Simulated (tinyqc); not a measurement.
# Worked calculation: resistance of a tapered via with liner, size effect and interface

Numbers from tinyqc (`OMP_NUM_THREADS=1 python tinyqc.py 2750126 2750127 out.jsonl`; about 0.01 s on one thread of a shared Intel Xeon 2.30GHz). Printed values are rounded.

A round via whose diameter grows from db at the bottom as D(z) = db + 2 z/tan(ang). The fill, of diameter D - 2 tl, starts above the bottom liner (thickness fb tl) and has rho = rho0 (1 + ks lam/(D - 2 tl)); the sidewall liner conducts in parallel with it. The bottom liner and the interface are crossed over the full area pi db^2/4. Spreading in the lines above and below is left out.

Inputs (values chosen for the exercise); fill metal close to cobalt:
```
symbol    value      unit                                               meaning
db           48        nm                                diameter at the bottom
hv          180        nm                                                height
ang          85   degrees                                        sidewall angle
rho0       6.08   uohm cm                          bulk resistivity of the fill
lam        11.9        nm                            mean free path of the fill
ks          1.3                                              size-effect factor
tl          1.5        nm                                 liner on the sidewall
fb            1                   liner at the bottom over that on the sidewall
rl          470   uohm cm                              resistivity of the liner
ri      1.1e-12  ohm cm^2                   interface resistivity at the bottom
Sb         1e15     S/m^2  ballistic conductance per area, about 3/(4 rho0 lam)
```

## Slices of the via

Slices between z0 = fb tl and hv, evaluated at their midpoints: conductance per length pi/4 [(D - 2 tl)^2/rho + (D^2 - (D - 2 tl)^2)/rl], slice resistance = slice height over that. 8 slices.

| slice | z (nm) | D (nm) | rho (uohm cm) | slice resistance (ohm) |
|---|---|---|---|---|
| 0 | 12.6562 | 50.2146 | 8.07213 | 1.02640 |
| 1 | 34.9688 | 54.1187 | 7.91998 | 0.859289 |
| 2 | 57.2812 | 58.0229 | 7.78943 | 0.729577 |
| 3 | 79.5938 | 61.9271 | 7.67617 | 0.626950 |
| 4 | 101.906 | 65.8313 | 7.57699 | 0.544401 |
| 5 | 124.219 | 69.7355 | 7.48941 | 0.477042 |
| 6 | 146.531 | 73.6396 | 7.41151 | 0.421381 |
| 7 | 168.844 | 77.5438 | 7.34178 | 0.374869 |

## Total resistance

R_fill = sum of the slices; R_bottom = rl fb tl/(pi db^2/4); R_interface = ri/(pi db^2/4); ballistic (Sharvin) limit 1/(Sb pi (db - 2 tl)^2/4); ideal cylinder rho0 hv/(pi db^2/4).

parts (ohm): fill 5.05991, bottom liner 3.89598, interface 0.0607883
R = 9.01668 ohm
shares (%): fill 56.1172, bottom liner 43.2086, interface 0.6742
ballistic limit = 0.628760 ohm
ideal cylinder = 6.04789 ohm

The fill is the largest part, and R is 1.49 times the ideal cylinder. With 2000 slices R = 9.0242 ohm.
